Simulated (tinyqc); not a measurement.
Sub-threshold conduction and electro-thermal threshold of an amorphous chalcogenide: one step of the calculation.

Trap-limited conduction: I = I0 exp(-Ea/kB T) sinh(q V dz/(2 ua kB T)), I0 = 2 q A Nt dz/ta. One lumped temperature T = T0 + Rt I V. The threshold is the largest V for which a steady state exists on the low-current branch.

Question. Isothermal quantities. I0, the low-field resistance 2 ua kB T0 exp(Ea/kB T0)/(q dz I0), the slope voltage V0 = 2 ua kB T0/(q dz), and I at V without heating.

Parameters, values chosen for the exercise; values of the order of Ge-Sb-Te and related chalcogenides:
```
symbol  value   unit                             meaning
T0        330      K                 ambient temperature
A         430   nm^2                       cross-section
ua         22     nm                 amorphous thickness
dz        4.5     nm              distance between traps
Ea       0.36     eV                   activation energy
Nt       3e19  cm^-3                        trap density
ta      1e-14      s                        attempt time
V         1.2      V  voltage across the amorphous layer
```

Constants: q = 1.602176634e-19 C, kB = 1.380649e-23 J/K. Results are converted to the units shown.

Give: I0; low-field resistance; V0; I without heating.

Answer.

I0 = 1.860 mA
low-field resistance = 47.05 Mohm
V0 = 0.2781 V
I without heating = 0.2212 uA

Range of the model: Purely electronic switching mechanisms, filaments and series resistance are left out.

tinyqc, about 0.01 s, one thread, Intel Xeon 2.30GHz (shared host): `OMP_NUM_THREADS=1 python tinyqc.py 2490033 2490034 out.jsonl`
